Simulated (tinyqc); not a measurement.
Classical nucleation, growth and JMAK kinetics of crystallisation from a melt or glass: one step, computed by the program tinyqc.

A spherical nucleus cap on a flat wall with a sharp interface of isotropic energy gamma; lambda = Omega^(1/3) is the jump distance.

Question. Critical nucleus. Driving force per volume: dG = H [(T_m - T)/T_m] [2 T/(T_m + T)]. Shape factor f = (2 + cos theta)(1 - cos theta)^2/4. W(r) = f [4 pi r^2 gamma - (4/3) pi r^3 dG]; r* = 2 gamma/dG; W* = f 16 pi gamma^3/(3 dG^2); n* = f (4/3) pi r*^3/Omega.

Inputs (values chosen for the exercise, for a model substance):
```
quantity,value,unit
melting point T_m,870,K
heat of melting per volume H,734,J/cm^3
interface energy gamma,0.057,J/m^2
atomic volume Omega,16.8,angstrom^3
temperature T,627,K
contact angle theta,40,degrees
```

Nucleation: on a flat wall. Driving force: Thompson-Spaepen.

Constants: e = 1.602176634e-19 C; k_B = 1.380649e-23 J/K.

Give: driving force dG; shape factor f; critical radius r*; barrier W*; atoms in the nucleus n*; W*/(k_B T).

Answer.

driving force dG = 171.74 J/cm^3

shape factor f = 0.037850

critical radius r* = 0.66381 nm

barrier W* = 0.024855 eV

atoms in the nucleus n* = 2.7605

W*/(k_B T) = 0.46001

The wall leaves r* unchanged and cuts the barrier to 3.8 % of the homogeneous value. W* equals n* Omega dG/2 = 0.025 eV. Caution: with under 20 atoms in the nucleus or a barrier under 10 k_B T the capillary model is only a guide.
